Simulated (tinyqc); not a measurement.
From results back to parameters: Kronig-Penney superlattice by transfer matrices.

Problem. The bottom of the first miniband was computed from a hidden barrier width b.

Wells (width a, potential 0, mass mw) alternate with barriers (width b, height V0, mass mb); period d = a + b; c = hbar^2/2m0. The vector (psi, psi'/m) is continuous, and a layer of thickness t carries it by M = [[cos kt, (m/k) sin kt], [-(k/m) sin kt, cos kt]] with k = sqrt(m (E - V)/c); for E < V, k = i kappa gives [[cosh, (m/kappa) sinh], [(kappa/m) sinh, cosh]] of kappa t. A Bloch state obeys cos(q d) = tr(Mb Mw)/2.

Constants: hbar^2/2m0 = 3.80998211 eV angstrom^2.

Parameters, chosen for this exercise (near those of a GaAs superlattice with barriers of AlGaAs; shifted at random, so the results belong to these values and not to a real crystal): a = 98 angstrom (well width); V0 = 0.154 eV (barrier height); mw = 0.0664 m0 (mass in the wells); mb = 0.0828 m0 (mass in the barriers).

bottom of band 1 = 0.0206107 eV

Find: k; kappa; tanh(kappa b/2); b.

Solution. At q = 0 the lowest state is even about the centres of well and barrier: cos(kz) joins cosh, so (k/mw) tan(k a/2) = (kappa/mb) tanh(kappa b/2), which gives b.

k = 0.01895 1/angstrom
kappa = 0.05384 1/angstrom
tanh(kappa b/2) = 0.5870
b = 25.0 angstrom

tinyqc: `OMP_NUM_THREADS=1 python tinyqc.py 1251516 1251517 out.jsonl`; about 0.05 s, one thread, shared Intel(R) Xeon(R) Processor @ 2.30GHz.
